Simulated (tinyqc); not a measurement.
## Free and trapped electrons in a MOS channel with a dense trap tail: effect of the density of the tail at the conduction edge

p-type body, charge-sheet picture, full ionisation (an idealisation for deep acceptors), Boltzmann statistics for free electrons. e = Ec - EF at the surface. Acceptor-like traps of density D(E) = D0 + De exp(-E/Ew) at depth E below Ec, from 0 to Eu, hold n_t = integral of D(E)/(1 + exp((e - E)/Vt)). psi = Eg - Vt ln(Nv/Na) - e; N_dep = sqrt(2 eps0 eps_r Na (psi - Vt)/q); n_f = sqrt(N_dep^2 + 2 eps0 eps_r Vt Nc exp(-e/Vt)/q) - N_dep; Vg = Vfb + psi + q (N_dep + n_t + n_f)/Cox, Cox = eps0 eox/tox.

VT is the Vg for n_f = 1e11 cm^-2; swing ln 10 n_f/(dn_f/dVg) at n_f = 1e8 cm^-2; the last three columns are for Vg = VT + 4.9 V, with free share n_f/(n_f + n_t) and field-effect mobility mf q (dn_f/dVg)/Cox; there EF is near the band edge, where Boltzmann statistics are rough.

Inputs (values chosen for the exercise); band and dielectric values close to those of silicon:
```
symbol    value         unit                                             meaning
T           300            K                                         temperature
Eg         1.14           eV                                            band gap
eps_r      11.5                                            relative permittivity
Nc       2.8e19        cm^-3              conduction-band density of states at T
Nv      2.69e19        cm^-3                 valence-band density of states at T
eox         3.9                           relative permittivity of the insulator
tox          61           nm                                 insulator thickness
Na       1.4e17        cm^-3                                    acceptor density
Vfb       -0.97            V            flat-band voltage without trapped charge
D0       1.7e11  cm^-2 eV^-1  constant background density of acceptor-like traps
Ew         0.09           eV                            decay energy of the tail
Eu         0.66           eV        depth below Ec down to which the traps reach
mf          100   cm^2/(V s)                          mobility of free electrons
```

Constants: q = 1.602176634e-19 C, kB = 1.380649e-23 J/K, Vt = kB T/q, eps0 = 8.8541878128e-14 F/cm where lengths are in cm. Results are converted to the units shown.

Effect of the density of the tail at the conduction edge:
columns A: De (cm^-2 eV^-1); B: e at VT (eV); C: VT (V); D: q n_t/Cox at VT (V); E: swing (mV/decade); F: n_f (cm^-2); G: free share (%); H: field-effect mobility (cm^2/(V s))
```
A           B      C       D      E         F      G      H
1e12  0.09208  4.154  0.3751  236.3  1.691e12  90.23  96.86
2e12  0.09208  4.256  0.4774  245.6  1.654e12  86.56  96.00
5e12  0.09208  4.563  0.7841  273.6  1.547e12  76.54  93.24
1e13  0.09208  5.074   1.295  320.2  1.383e12  62.67  88.07
2e13  0.09208  6.097   2.318  413.4  1.105e12  42.89  76.27
4e13  0.09208  8.141   4.362  599.9  7.317e11  22.09  53.02
9e13  0.09208  13.25   9.474   1066  3.700e11  7.198  22.34
2e14  0.09208  24.50   20.72   2092  2.047e11  2.242  7.640
```

As De goes from 1e12 to 2e14, VT rises from 4.15 to 24.5 V, its part due to traps rises from 0.375 to 20.7 V, the swing rises from 236 to 2090 mV/decade and the field-effect mobility falls from 96.9 to 7.64 cm^2/(V s).

Numbers from tinyqc (`OMP_NUM_THREADS=1 python tinyqc.py 2222222 2222223 out.jsonl`; about 0.02 s on one thread of a shared Intel Xeon 2.30GHz).
